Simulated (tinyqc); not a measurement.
Thin film between two gates, subbands and threshold shift from confinement: confinement against the film thickness.

Undoped body with a flat potential across it, hard walls, transport along x. One isotropic valley (g = 1, mx = my = mz = me). Non-parabolicity enters the subband edges through E (1 + al E) = gamma, so E = 2 gamma/(1 + sqrt(1 + 4 al gamma)); motion within a subband is taken as parabolic with the band-edge mass. Energies are counted from the bulk band edge.

gamma = C (pi k/(t + dl))^2/mz, C = hbar^2/(2 m0). Each subband has N_k = g sqrt(mx my) m0 kB T/(pi hbar^2); without degeneracy n = exp(EF/Vt) sum N_k exp(-E_k/Vt). Classical value Nc times t, Nc = sum over valleys of 2 g (m m0 kB T/(2 pi hbar^2))^1.5 with m = (mx my mz)^(1/3). Threshold shift dVT = Vt ln(classical value/sum N_k exp(-E_k/Vt)). With degeneracy n = sum N_k F((EF - E_k)/Vt), F(x) = ln(1 + exp(x)); gate: Vg = EF + q n/(Cg P), P = 2 (both faces), summed over the 60 lowest subbands at most, with Vg counted from the value that would put EF at the bulk band edge of an empty body. The last two columns are for Vg = 0.7 V; sensitivity d(dVT)/dt by central differences between 0.99 and 1.01 times the value.

Inputs (values chosen for the exercise); masses close to those of GaAs:
```
symbol   value     unit                                                meaning
T          300        K                                            temperature
me      0.0668       m0                                  mass at the band edge
al        0.58     1/eV                                       non-parabolicity
dl           0       nm  widening of the box by penetration into the insulator
Cg         2.4  uF/cm^2                 gate capacitance per area of interface
```

Constants: q = 1.602176634e-19 C, kB = 1.380649e-23 J/K, hbar = 1.054571817e-34 J s, m0 = 9.1093837015e-31 kg, Vt = kB T/q, hbar^2/(2 m0) = 0.0380998212 eV nm^2. Results are converted to the units shown.

Result of one run:
```
E_1 (meV)	gap to the next edge (meV)	dVT (mV)	sensitivity (mV/nm)	n/P (cm^-2)	share of the lowest subband (%)
217.0	479.2	184.9	-75.95	3.489e12	100.0
```

Which film thickness (along z) t gave this result: 4.8, 7.7, 9.8, 16 or 20 nm?

t = 4.8 nm.

The whole series:
```
t (nm)	E_1 (meV)	gap to the next edge (meV)	dVT (mV)	sensitivity (mV/nm)	n/P (cm^-2)	share of the lowest subband (%)
3	487.6	899.1	443.3	-257.8	1.537e12	100.0
3.8	327.6	662.8	289.4	-141.9	2.690e12	100.0
4.8	217.0	479.2	184.9	-75.95	3.489e12	100.0
6.1	139.9	334.6	114.0	-38.44	4.074e12	98.65
7.7	90.22	230.1	70.28	-18.98	4.836e12	82.80
9.8	56.75	152.3	42.97	-8.662	5.532e12	69.09
12	38.24	106.0	29.35	-4.348	6.018e12	60.29
16	21.72	62.16	18.40	-1.710	6.695e12	48.22
20	13.96	40.61	13.43	-0.9046	7.153e12	40.68
```

As t grows from 3 to 20 nm, E_1 falls from 488 to 14.0 meV and dVT falls from 443 to 13.4 mV. E_1 goes as t^(-1.68) at the thin end (-2 for a parabolic band without penetration); a thickness error of 0.2 nm moves the threshold by 52 mV in the first row and 0.18 mV in the last. The charge per interface area rises from 1.54e12 to 7.15e12 cm^-2. For t = 6.1, 7.7, 9.8, 12, 16, 20 the charge in the last two columns would bend the potential across the body noticeably, which is left out.

Program tinyqc, `OMP_NUM_THREADS=1 python tinyqc.py 2350026 2350027 out.jsonl`; Intel Xeon 2.30GHz, shared host, one thread, about 0.02 s.
